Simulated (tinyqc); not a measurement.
Band bending at a free surface with one surface level, surface photovoltage and Kelvin probe: one step of the calculation.

n-type bulk, xi = Ec - EF = Vt ln(Nc/Nd), p0 = ni^2/Nd, ni = sqrt(Nc Nv) exp(-Eg/(2 Vt)), Eg in volts. b is the upward band bending, u = b/Vt. Space charge per area, in units of q: Qc = sign(b) sqrt((2 eps0 eps_r Vt/q) [(Nd + dn)(exp(-u) - 1) + Nd u + (p0 + dn)(exp(u) - 1)]), with dn the excess density under light (flat quasi-Fermi levels; 0 in the dark). The level holds -Ns f, f = 1/(1 + exp((xi + b - Es)/Vt)). Neutrality: Qc + Qf + (charge of the states) = 0.

Question. Work function and Kelvin-probe reading. Work function chi + xi + b; contact potential difference CPD = (work function of the sample) - pt. Depth of EF below Ec at the surface: xi + b. Depletion width Qc/Nd.

Parameters, values chosen for the exercise; band and dielectric values close to those of gallium nitride: temperature T = 300 K; band gap Eg = 3.36 eV; relative permittivity eps_r = 9.51; conduction-band density of states at T Nc = 2.34e18 cm^-3; valence-band density of states at T Nv = 4.55e19 cm^-3; electron affinity chi = 4.13 eV; donor density Nd = 2.1e17 cm^-3; fixed positive charge at the surface Qf = 1.5e10 cm^-2; work function of the probe tip pt = 4.82 eV; density of an acceptor-like surface level Ns = 1.5e12 cm^-2; its depth below the conduction edge Es = 0.76 eV.

Constants: q = 1.602176634e-19 C, kB = 1.380649e-23 J/K, Vt = kB T/q, eps0 = 8.8541878128e-14 F/cm where lengths are in cm. Results are converted to the units shown.

converged b = 0.66185375 V

Wanted: xi + b; Qc; Qc/Nd; work function; CPD.

Answer.

xi + b = 0.72418 eV
Qc = 1.1848e12 cm^-2
Qc/Nd = 56.421 nm
work function = 4.8542 eV
CPD = 34.178 mV

The level is 80.0 % filled: the Fermi level is pinned at it.

Computed by the program tinyqc: `OMP_NUM_THREADS=1 python tinyqc.py 2430021 2430022 out.jsonl`, one thread of a shared Intel Xeon 2.30GHz, about 0.01 s for the whole run.
